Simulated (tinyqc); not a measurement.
Energy and delay of logic against supply voltage: two steps of the calculation.

One expression serves below and above threshold: I(Vg) = Ik [ln(1 + exp((Vg - VT + dd V)/(al nf Vt)))]^al, with I_on = I(V) and I_off = I(0). Gate delay td = kd C V/I_on, clock period LD td. Per gate and cycle the switching energy is act C V^2 and the leakage energy I_off V LD td. No short-circuit current, no variation. Minima are sought above 0.09 V; below a few Vt gates no longer switch and the model has no meaning.

Inputs (values chosen for the exercise); values of the order met in logic technologies: temperature T = 300 K; threshold voltage at zero drain bias VT = 0.31 V; slope factor nf = 1.31; barrier lowering per volt of supply dd = 0.08; specific current of a gate Ik = 0.65 uA; exponent of the current law al = 1.85; load capacitance of a gate C = 3.8 fF; delay factor kd = 0.9; logic depth LD = 40; activity factor act = 0.01; supply voltage V = 0.41 V.

Constants: q = 1.602176634e-19 C, kB = 1.380649e-23 J/K, Vt = kB T/q. Results are converted to the units shown.

Question 1. Currents, delay and energies. I_on, I_off, td, clock frequency 1/(LD td), both energies and their sum.

Give: I_on; I_off; td; clock frequency; switching energy; leakage energy; energy.

Answer 1.

I_on = 2.873 uA
I_off = 0.1792 nA
td = 488.0 ps
clock frequency = 0.05123 GHz
switching energy = 6.388 aJ
leakage energy = 1.434 aJ
energy = 7.822 aJ

I_on/I_off = 16000; leakage makes up 18.3 % of the energy.

Question 2. New V. Minimum-energy supply: E(V) is the energy per gate and cycle; with h = 0.001 V, E' = (E(V + h) - E(V - h))/(2 h), E'' = (E(V - h) - 2 E(V) + E(V + h))/h^2, V(new) = V - E'/E''.

V at the start = 0.38 V

Give: E'; E''; V after iteration 1.

Answer 2.

E' = 16.293 aJ/V
E'' = 275.92 aJ/V^2
V after iteration 1 = 0.32095 V

tinyqc, about 0.01 s, one thread, Intel Xeon 2.30GHz (shared host): `OMP_NUM_THREADS=1 python tinyqc.py 2082081 2082082 out.jsonl`
